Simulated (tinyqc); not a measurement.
p-type polysilicon, carrier trapping at grain boundaries: two steps of the calculation.

One-dimensional grains of size Lg, uniform ionised doping N, monovalent traps Qt at each boundary at a depth Et below (for electrons) or above (for holes) the band edge there, abrupt depletion of width W on each side of a boundary, Boltzmann statistics. xi is the distance from the band edge at the grain centre to the Fermi level. Trapped charge Qt/(1 + exp((xi + VB - Et)/Vt)) = 2 N W, barrier VB = q N W^2/(2 eps0 eps_r).

Values chosen for this exercise; values of the order met in polycrystalline silicon: temperature T = 300 K; relative permittivity eps_r = 11.7; valence-band density of states at T NB = 2.65e19 cm^-3; grain size Lg = 19 nm; trap density of a grain boundary Qt = 2.5e12 cm^-2; depth of the trap level from the majority band edge at the boundary Et = 0.4 eV; doping N = 7.6e18 cm^-3.

Constants: q = 1.602176634e-19 C, kB = 1.380649e-23 J/K, Vt = kB T/q, eps0 = 8.8541878128e-14 F/cm where lengths are in cm. Results are converted to the units shown.

Task 1. New W. Partly depleted grain, xi = Vt ln(NB/N): f = 1/(1 + exp((xi + VB - Et)/Vt)), g = Qt f - 2 N W, g' = -2 Qt f (1 - f) VB/(W Vt) - 2 N, W(new) = W - g/g'.

W at the start = 0.99 nm

Find: VB; f; g; g'; W after iteration 1.

Result 1.

VB = 0.005760 V
f = 1.000
g = 9.952e11 cm^-2
g' = -1.520e12 cm^-2/nm
W after iteration 1 = 1.645 nm

Task 2. Depletion width, Fermi level and barrier. If the trap equation with xi = Vt ln(NB/N) has a root W < Lg/2, the grain is partly depleted; otherwise W = Lg/2 and the trap equation gives xi = Et - VB + Vt ln(Qt/(N Lg) - 1). N* = Qt/Lg.

Find: N*; W; xi; VB; share of traps filled.

Result 2.

N* = 1.316e18 cm^-3
W = 1.645 nm
xi = 0.03229 V
VB = 0.01590 V
share of traps filled = 1.000

N is 5.78 N*, and the grain is partly depleted; VB = 0.615 Vt.

Computed by the program tinyqc: `OMP_NUM_THREADS=1 python tinyqc.py 2830147 2830148 out.jsonl`, one thread of a shared Intel Xeon 2.30GHz, about 0.01 s for the whole run.
